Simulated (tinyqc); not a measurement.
Band gaps under pressure and temperature from deformation potentials, step by step. Values are carried at full precision from step to step, so a last printed digit may differ when a step is redone from the rounded ones.

Murnaghan: V/V0 = (1 + Bp P/B0)^(-1/Bp), B0 = (C11 + 2 C12)/3. Each gap moves by a ln(V/V0) with its volume potential a, and falls with temperature by aV T^2/(T + bV) (Varshni); the two effects are added. No change of phase is considered.

Values chosen for the exercise (near those of GaAs, the X and L potentials typical of such crystals; shifted at random, so the results belong to these values and not to a real crystal):
```
symbol  value                  unit    meaning
C11     120.7                  GPa
C12     57.3                   GPa
Bp      4.45                           pressure derivative of the bulk modulus
P       4.7                    GPa     pressure
Eg      1.533                  eV      gap at Gamma to the s-like level at 0 K, 0 GPa
EgX     1.95                   eV      gap to X at 0 K, 0 GPa
EgL     1.794                  eV      gap to L at 0 K, 0 GPa
aG      -8.43                  eV      volume potential of the Gamma gap
aX      1.76                   eV      volume potential of the X gap
aL      -3.14                  eV      volume potential of the L gap
aV      (0.554, 0.477, 0.621)  meV/K   Varshni alpha of Gamma, X, L
bV      (205, 204, 194)        K       Varshni beta of Gamma, X, L
T       500                    K       temperature
aT      5.4                    1e-6/K  linear thermal expansion near 300 K
```

## Volume under pressure

Give B0, V/V0, ln(V/V0), the change of the lattice constant and the linear estimate -P/B0.

B0 = 78.43 GPa
V/V0 = 0.94827
ln(V/V0) = -0.05312
change of a = -1.755 %
-P/B0 = -0.05992

The stiffening under pressure makes the compression 11.4 % smaller than the linear estimate.

## Gaps at P and T

Give both shifts and the gaps.

pressure shifts (eV): Gamma 0.4478, X -0.0935, L 0.1668

temperature shifts (eV): Gamma -0.1965, X -0.1694, L -0.2237

gaps (eV): Gamma 1.7843, X 1.6871, L 1.7371

The lowest valley is X (indirect gap), 50 meV below L; at 0 K and 0 GPa it is Gamma.

## Pressure coefficients

Expand in P: E = E0 + c1 P + c2 P^2 with c1 = -a/B0 and c2 = a Bp/(2 B0^2).

c1 (meV/GPa): Gamma 107.48, X -22.44, L 40.03

c2 (meV/GPa^2): Gamma -3.049, X 0.637, L -1.136

Gamma and L rise under pressure and X falls, as the signs of the volume potentials say.

## Pressures at which the valleys cross

Two gaps meet at ln(V/V0) = -(E_i - E_j)/(a_i - a_j), with the gaps at T and P = 0; then P = (B0/Bp)(exp(-Bp ln(V/V0)) - 1). A dash marks expansion or a compression beyond ln(V/V0) = -0.3.

Crossings:
```
pair     E_i - E_j (eV)  ln(V/V0)  P (GPa)
Gamma-X         -0.4441   -0.0436     3.77
Gamma-L         -0.2338   -0.0442     3.83
L-X             -0.2103   -0.0429     3.71
```

The lowest valley changes at 3.77 GPa (Gamma to X).

## How much of dE/dT is thermal expansion

At 300 K: dE/dT = -aV T (T + 2 bV)/(T + bV)^2; expansion alone gives 3 aT a; the rest is electron-phonon coupling.

dE/dT (meV/K): Gamma -0.4627, X -0.3989, L -0.5252

from expansion (meV/K): Gamma -0.1366, X 0.0285, L -0.0509

remainder (meV/K): Gamma -0.3261, X -0.4274, L -0.4744

Expansion supplies 30 % of the slope at Gamma and 10 % at L; at X it works against the fall.

## Checks

- Slope of the Gamma gap at P = 0 by finite differences against c1 (meV/GPa): both 107.48.

Computed by tinyqc, a small Python program: `OMP_NUM_THREADS=1 python tinyqc.py 1080648 1080649 out.jsonl` (the numbers bound the seed that draws the inputs); one thread of a shared host (Intel(R) Xeon(R) Processor @ 2.30GHz), about 0.01 s for the whole set of steps.
